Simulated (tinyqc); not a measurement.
Static screening by free carriers: one step. Lindhard function at one q. Two cases, with inputs chosen for the exercise.

Problem. Compare with Thomas-Fermi, 1 + (qTF/q)^2.

Lindhard at zero temperature: eps(q)/eps = 1 + (qTF/q)^2 L(x), x = q/(2 kF), L(x) = 1/2 + ((1 - x^2)/(4x)) ln|(1 + x)/(1 - x)|.

Case 1.

Values chosen (out of a larger set: a free-electron density near that of Au; not measured data): q = 2.05 1/angstrom (wave vector).

kF = 1.194070 1/angstrom
qTF = 1.694998 1/angstrom

Case 2.

Values chosen (out of a larger set: near those of Si; not measured data): q = 0.0074 1/angstrom (wave vector).

kF = 0.02768510 1/angstrom
qTF = 0.1046996 1/angstrom

Give: x; L(x); eps(q)/eps, Lindhard; eps(q)/eps, Thomas-Fermi.

Solution.

Case 1.

x = 0.8584
L(x) = 0.6973
eps(q)/eps, Lindhard = 1.477
eps(q)/eps, Thomas-Fermi = 1.684

The carriers respond with 70 % of their long-wave strength at this q.

Case 2.

x = 0.1336
L(x) = 0.9940
eps(q)/eps, Lindhard = 200.0
eps(q)/eps, Thomas-Fermi = 201.2

The carriers respond with 99 % of their long-wave strength at this q. The zero-temperature form is an exercise here: at the temperature of this gas EF is only 0.53 kT.

Computed by tinyqc, one run a case: `OMP_NUM_THREADS=1 python tinyqc.py N N+1 out.jsonl` with N = 1651289, 1651312; one thread of a shared Intel(R) Xeon(R) Processor @ 2.30GHz, about 0.01 s a run at most.
